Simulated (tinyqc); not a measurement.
## Transfer length from front and end resistance

Inverse problem. A contact of length d and width W has Rc = (Rsh Lt/W) coth(d/Lt) and Re = (Rsh Lt/W)/sinh(d/Lt), with Rsh the sheet resistance under the metal and Lt = sqrt(rc/Rsh). Find Lt, Rsh and rc.

Values chosen for this exercise:
```
symbol,value,unit,meaning
d,0.037,um,contact length
W,2.5,um,contact width
```

Rc = 96.272532 ohm
Re = 83.280252 ohm

Answer. Rc/Re = cosh(d/Lt) gives Lt, and Re then gives Rsh.

Lt = 0.06708 um
Rsh = 1800 ohm/sq
rc = 8.100e-8 ohm cm^2

Computed by the program tinyqc: `OMP_NUM_THREADS=1 python tinyqc.py 2760171 2760172 out.jsonl`, one thread of a shared Intel Xeon 2.30GHz, about 0.01 s for the whole run.
